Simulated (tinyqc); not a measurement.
Random telegraph noise from one oxide trap in a small MOSFET: two steps of the calculation.

An acceptor-like trap exchanges electrons with the channel. Inversion charge Q = Cox u, u = n Vt W0(exp((Vg - VT)/(n Vt))), W0 the Lambert function, n = nf, Cox = eps0 eox/tox; linear regime Id = (W/L) mu Q Vd. Relative to threshold the surface potential rises by Vt ln(u/u0) and the oxide voltage by the rest of Vg - VT, with u0 = n Vt W0(1).

Values chosen for this exercise; values of the order met in silicon transistors:
```
symbol  value        unit                                                                 meaning
T         250           K                                                             temperature
eox      9.12              relative permittivity of the gate insulator (close to aluminium oxide)
tox         4          nm                                                     insulator thickness
xt       0.94          nm                            depth of the trap from the channel interface
nf        1.2                                                                         body factor
W         250          nm                                                              gate width
L         130          nm                                                             gate length
mu        250  cm^2/(V s)                                                                mobility
asc         0         V s                              scattering coefficient of the charged trap
Vd       0.05           V                                                           drain voltage
```

Constants: q = 1.602176634e-19 C, kB = 1.380649e-23 J/K, Vt = kB T/q, eps0 = 8.8541878128e-14 F/cm where lengths are in cm. Results are converted to the units shown.

Task 1. Step height. A = W L; threshold step dV = q (1 - xt/tox)/(Cox A); gm/Id = 1/(u + n Vt); relative step dI/I = (gm/Id) dV + asc mu/A. Id as defined.

u = 0.027967036 V
N = 3.5238679e11 cm^-2

Wanted: electrons in the channel N A; dV; gm/Id; number part of dI/I; dI/I; Id; dI.

Result 1.

electrons in the channel N A = 114.5
dV = 0.1868 mV
gm/Id = 18.58 1/V
number part of dI/I = 0.3471 %
dI/I = 0.3471 %
Id = 1.357 uA
dI = 4.711 nA

Task 2. Lorentzian spectrum. Spectrum S(f) = 4 dI^2/{(tc + te)[(1/tc + 1/te)^2 + (2 pi f)^2]}; corner fc = (1/tc + 1/te)/(2 pi); variance dI^2 tc te/(tc + te)^2. Give S at f = 0, at fc and at 10 fc.

tc = 2.5939727e-4 s
te = 0.0014921789 s
dI = 4.7109193 nA

Find: fc; S(0); S(fc); S(10 fc); rms current.

Result 2.

fc = 720.22 Hz
S(0) = 2.4749e-21 A^2/Hz
S(fc) = 1.2374e-21 A^2/Hz
S(10 fc) = 2.4504e-23 A^2/Hz
rms current = 1.6733 nA

The rms value is 0.355 of the step; it reaches its largest share, 1/2, when tc = te.

Range of the model: VT is taken as given; short-channel effects and the uneven flow of current among few electrons are left out.

Computed by the program tinyqc: `OMP_NUM_THREADS=1 python tinyqc.py 2710078 2710079 out.jsonl`, one thread of a shared Intel Xeon 2.30GHz, about 0.01 s for the whole run.
